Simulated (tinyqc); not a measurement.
Capacitance measurement on a leaky thin oxide: effects of series resistance and leakage: two steps of the calculation.

The device is a capacitance C in parallel with a leakage conductance G, in series with Rs and Ls. An impedance meter reports either a parallel pair (Cp, Gp) from Y = 1/Z = Gp + i w Cp or a series pair (Cs, Rm) from Z = Rm + 1/(i w Cs); w = 2 pi f, dissipation D = Gp/(w |Cp|).

Parameters, values chosen for the exercise; values of the order met in thin-oxide MOS capacitors:
- eox = 9.17 (relative permittivity of the gate insulator (close to aluminium oxide))
- tox = 5.4 nm (insulator thickness)
- A = 10000 um^2 (gate area)
- zc = 0.46 nm (oxide-equivalent thickness added by the accumulation layer)
- zp = 0 nm (oxide-equivalent thickness added by gate depletion)
- Jg = 0.013 A/cm^2 (gate leakage current density, not matched to the thickness)
- Vs = 0.35 V (voltage for an e-fold rise of the leakage)
- Rs = 230 ohm (series resistance)
- Ls = 0 nH (series inductance)
- f = 10000 Hz (measuring frequency)

Constants: eps0 = 8.8541878128e-14 F/cm where lengths are in cm. Results are converted to the units shown.

Problem 1. True capacitance and conductance. EOT = 3.9 tox/eox; CET = EOT + zc + zp; C = 3.9 eps0 A/CET; G = Jg A/Vs.

Wanted: EOT; CET; C; G.

Solution 1.

EOT = 2.297 nm
CET = 2.757 nm
C = 125.3 pF
G = 3.714 uS

Problem 2. What the meter reports. Z = Rs + i w Ls + 1/(G + i w C).

C = 125.26696 pF
G = 3.7142857 uS

Find: Z; Cp; Gp; Cs; D.

Solution 2.

Z = (0.4927-1.0391i) x 1e5 ohm
Cp = 125.05 pF
Gp = 3.7253 uS
Cs = 153.16 pF
D = 0.47412

Cp is 0.17 % below C and Cs is 22 % above it; G Rs = 8.54e-4, w C Rs = 0.00181 and G/(w C) = 0.472.

Numbers from tinyqc (`OMP_NUM_THREADS=1 python tinyqc.py 2022105 2022106 out.jsonl`; about 0.01 s on one thread of a shared Intel Xeon 2.30GHz).
